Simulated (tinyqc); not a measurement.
Thermoelectric coefficients of a parabolic band, Landauer integrals: two steps of the calculation.

Bulk parabolic band, x = (E - Ec)/kB T, C = hbar^2/(2 m0), kB T in eV. Modes per area gv m kB T x/(4 pi C) times the back-scattering length l0 x^rr give the transport function s0 X(x), s0 = (2 q^2/h) gv m kB T l0/(4 pi C), X = x^(1 + rr). I_k = int X (x - eta)^k w dx, w = 1/(4 cosh^2((x - eta)/2)).

Inputs (values chosen for the exercise):
- T = 700 K (temperature)
- m = 0.43 m0 (mass of one valley)
- gv = 4 (valleys)
- l0 = 23 nm (back-scattering length at x = 1)
- rr = 0 (energy exponent of that length)
- kL = 3.8 W/(m K) (lattice thermal conductivity)
- eta = -1.8 (reduced Fermi level (EF - Ec)/kB T)

Constants: q = 1.602176634e-19 C, kB = 1.380649e-23 J/K, hbar = 1.054571817e-34 J s, h = 6.62607015e-34 J s, m0 = 9.1093837015e-31 kg, Vt = kB T/q, hbar^2/(2 m0) = 0.0380998212 eV nm^2. Results are converted to the units shown.

Question 1. Coefficients of the electrons. sigma = s0 I_0, S = -(kB/q) I_1/I_0, Lorenz number L = (kB/q)^2 [I_2/I_0 - (I_1/I_0)^2], kappa_e = L sigma T.

converged I_0, I_1, I_2: [0.15297761, 0.59321484, 2.6121656]

Give: s0; sigma; S; L; kappa_e.

Answer 1.

s0 = 3862 S/cm
sigma = 590.8 S/cm
S = -334.2 uV/K
L = 1.514 x 1e-8 V^2/K^2
kappa_e = 0.6259 W/(m K)

L is 38 % below the Sommerfeld value (pi^2/3)(kB/q)^2 = 2.443e-8 V^2/K^2.

Question 2. Power factor and figure of merit. Power factor S^2 sigma, ZT = S^2 sigma T/(kappa_e + kL).

sigma = 590.76810 S/cm
S = -334.16197 uV/K
kappa_e = 0.62591370 W/(m K)

Give: power factor; ZT; electronic share of kappa.

Answer 2.

power factor = 6.597 mW/(m K^2)
ZT = 1.043
electronic share of kappa = 14.14 %

Range of the model: Parabolic bands, elastic scattering and a fixed kL make these model figures, not those of a material.

Computed by the program tinyqc: `OMP_NUM_THREADS=1 python tinyqc.py 2800014 2800015 out.jsonl`, one thread of a shared Intel Xeon 2.30GHz, about 0.07 s for the whole run.
